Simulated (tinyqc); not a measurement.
Gupta-type many-body potential for a metal. Changing the decay q. Computed by tinyqc, a small Python program. Command: `OMP_NUM_THREADS=1 python tinyqc.py 3015005 3015006 out.jsonl gupta sweep`. One thread of a shared host (Intel(R) Xeon(R) Processor @ 2.30GHz), about 0.02 s of CPU time with the checks.

E_i = sum_j A exp(-p (r_ij/r0 - 1)) - xi rho_i^gamma, with rho_i = sum_j exp(-2 q (r_ij/r0 - 1)); gamma = 1/2 is the tight-binding second-moment form. The crystal is fcc unless stated; d is the neighbour distance and a fixed number of shells is kept.

Inputs (values chosen for the exercise, for a model metal):
```
quantity                   value      unit
repulsion A               0.0875        eV
hopping xi                 0.978        eV
decay p                     10.9         -
reference distance r0      2.556  angstrom
shells kept                    1         -
embedding exponent gamma    0.55         -
```

Surface: (100).

Constants: 1 eV/angstrom^3 = 160.2176634 GPa; 1 eV/angstrom^2 = 16.02176634 J/m^2.

Method:
- fcc shells: d sqrt(k), k = 1..5, with 12, 6, 24, 12, 24 atoms; Omega = d^3/sqrt2.
- Equilibrium: dE/dd = 0; B = d^2 E''(d)/(9 Omega).
- Repulsion and density of one neighbour in each shell, and their sums.
- Each neighbour j of the vacancy loses one repulsive term and one density term: E_v = sum_shells count x {-repulsion - xi [(rho - density)^gamma - rho^gamma]}. (The removed atom returns to a bulk-like site, so its own energy cancels.)
- Second derivatives of E/Omega at equilibrium under homogeneous strain: e_xx = h gives C11; e_xx = -e_yy = h gives 2 (C11 - C12); e_xy = e_yx = h/2 gives C44.
- Cut the crystal without relaxation; an atom in layer l keeps the neighbours that lie below the surface plane. Excess = E_i + E_c. Surface energy = sum of excesses over the layers, divided by the area per surface atom: (sqrt3/2) d^2 for (111), d^2 for (100), sqrt2 d^2 for (110).

One run for each value; columns: (1) decay q; (2) ratio E_v/E_c, E_c = xi rho^gamma less the repulsive energy; (3) Cauchy pressure C12 - C44 (GPa); (4) bulk modulus B (GPa); (5) surface energy (J/m^2):
```
(1)       (2)     (3)     (4)     (5)
1.34  0.49206   8.567   66.96  1.1291
1.53  0.48054  11.367   76.08  1.1149
1.72  0.46849  14.653   85.26  1.1002
1.91  0.45587  18.474   94.56  1.0853
2.29  0.42873  27.972  113.75  1.0554
2.48  0.41412  33.808  123.78  1.0405
2.68  0.39791  40.880  134.78  1.0247
```

Give the missing row, decay q = 2.10.

Computed row; columns: (1) decay q; (2) ratio E_v/E_c, E_c = xi rho^gamma less the repulsive energy; (3) Cauchy pressure C12 - C44 (GPa); (4) bulk modulus B (GPa); (5) surface energy (J/m^2):
```
(1)       (2)     (3)     (4)     (5)
2.10  0.44263  22.889  104.03  1.0704
```

Interpolating between the two neighbouring rows (linearly) misses most in Cauchy pressure C12 - C44 (GPa), by 1.5 %. Over the rows, ratio E_v/E_c, E_c = xi rho^gamma less the repulsive energy falls from 0.492 to 0.398 (exponent d ln y / d ln x -0.18 between the first rows and -0.51 between the last); Cauchy pressure C12 - C44 (GPa) rises from 8.57 to 40.9 (exponent d ln y / d ln x 2.1 between the first rows and 2.4 between the last); bulk modulus B (GPa) rises from 67.0 to 135 (exponent d ln y / d ln x 0.96 between the first rows and 1.1 between the last). A larger q/p makes repulsion and band term cancel more closely, so the many-body part weighs more: vacancies get cheaper relative to E_c and the Cauchy pressure grows.
